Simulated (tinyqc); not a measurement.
Resistance of a tapered via with liner, size effect and interface: two steps of the calculation.

A round via whose diameter grows from db at the bottom as D(z) = db + 2 z/tan(ang). The fill, of diameter D - 2 tl, starts above the bottom liner (thickness fb tl) and has rho = rho0 (1 + ks lam/(D - 2 tl)); the sidewall liner conducts in parallel with it. The bottom liner and the interface are crossed over the full area pi db^2/4. Spreading in the lines above and below is left out.

Parameters, values chosen for the exercise; fill metal close to tungsten:
- db = 27 nm (diameter at the bottom)
- hv = 66 nm (height)
- ang = 88 degrees (sidewall angle)
- rho0 = 5.22 uohm cm (bulk resistivity of the fill)
- lam = 15.1 nm (mean free path of the fill)
- ks = 0.7 (size-effect factor)
- tl = 2.3 nm (liner on the sidewall)
- fb = 1 (liner at the bottom over that on the sidewall)
- rl = 200 uohm cm (resistivity of the liner)
- ri = 1.6e-12 ohm cm^2 (interface resistivity at the bottom)
- Sb = 9.1e14 S/m^2 (ballistic conductance per area, about 3/(4 rho0 lam))

Problem 1. Slices of the via. Slices between z0 = fb tl and hv, evaluated at their midpoints: conductance per length pi/4 [(D - 2 tl)^2/rho + (D^2 - (D - 2 tl)^2)/rl], slice resistance = slice height over that. 7 slices.

Find: z; D; rho; slice resistance.

Solution 1.

```
slice  z (nm)  D (nm)  rho (uohm cm)  slice resistance (ohm)
0       6.850   27.48          7.632                   1.661
1       15.95   28.11          7.566                   1.560
2       25.05   28.75          7.505                   1.468
3       34.15   29.39          7.446                   1.384
4       43.25   30.02          7.390                   1.306
5       52.35   30.66          7.338                   1.235
6       61.45   31.29          7.287                   1.169
```

Problem 2. Total resistance. R_fill = sum of the slices; R_bottom = rl fb tl/(pi db^2/4); R_interface = ri/(pi db^2/4); ballistic (Sharvin) limit 1/(Sb pi (db - 2 tl)^2/4); ideal cylinder rho0 hv/(pi db^2/4).

slice resistance, slice 0 to 6 (ohm): 1.6612961  1.5602479  1.4679895  1.3835433  1.3060629  1.2348120  1.1691484

Find: parts; R; shares; ballistic limit; ideal cylinder.

Solution 2.

parts (ohm): fill 9.7831, bottom liner 8.0342, interface 0.27945
R = 18.097 ohm
shares (%): fill 54.060, bottom liner 44.396, interface 1.544
ballistic limit = 2.7885 ohm
ideal cylinder = 6.0172 ohm

The fill is the largest part, and R is 3.01 times the ideal cylinder. With 2000 slices R = 18.099 ohm.

tinyqc, about 0.01 s, one thread, Intel Xeon 2.30GHz (shared host): `OMP_NUM_THREADS=1 python tinyqc.py 2750199 2750200 out.jsonl`
